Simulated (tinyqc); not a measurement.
Surface Green function of a dimerised chain, Sancho-Rubio decimation: one step of the calculation.

A semi-infinite lead of cells 0, 1, 2, ... with H0 inside a cell and H1 = <cell i|H|cell i + 1>. Cell A, B with A at the surface; -t1 joins A and B, -t2 joins B to the next A. z = E + i eta.

Question. Self-energy, Dyson check and densities of states. Sigma = H1 g_s H1^dagger is what the lead adds to one more cell, and (z - H0 - Sigma)^(-1) must give g_s back. Densities of states: -Im of the diagonals over pi.

Parameters, values chosen for the exercise: energy E = 0.81 eV; broadening eta = 0.0002 eV.

H0 (eV):

|  | A | B |
|---|---|---|
| A | 0 | -1.2 |
| B | -1.2 | 0 |

H1 (eV):

|  | A | B |
|---|---|---|
| A | 0 | 0 |
| B | -1 | 0 |

converged surface Green function g_s (1/eV):

|  | A | B |
|---|---|---|
| A | 0.13337259-0.99089589i | 0.74314168+0.66883250i |
| B | 0.74314168+0.66883250i | -0.50150916-0.45158579i |

converged bulk Green function (1/eV):

|  | A | B |
|---|---|---|
| A | 0.00001145-0.50450882i | 0.41664636+0.28446096i |
| B | 0.41664636+0.28446096i | 0.00001145-0.50450882i |

Give: Sigma; (z - H0 - Sigma)^(-1); surface density of states; bulk density of states.

Answer.

Sigma (eV):

|  | A | B |
|---|---|---|
| A | 0.00000+0.00000i | 0.00000+0.00000i |
| B | 0.00000+0.00000i | 0.13337-0.99090i |

(z - H0 - Sigma)^(-1) (1/eV):

|  | A | B |
|---|---|---|
| A | 0.13337-0.99090i | 0.74314+0.66883i |
| B | 0.74314+0.66883i | -0.50151-0.45159i |

| orbital | surface density of states (1/eV) | bulk density of states (1/eV) |
|---|---|---|
| A | 0.31541 | 0.16059 |
| B | 0.14374 | 0.16059 |

Numbers from tinyqc (`OMP_NUM_THREADS=1 python tinyqc.py 2680024 2680025 out.jsonl`; about 0.01 s on one thread of a shared Intel Xeon 2.30GHz).
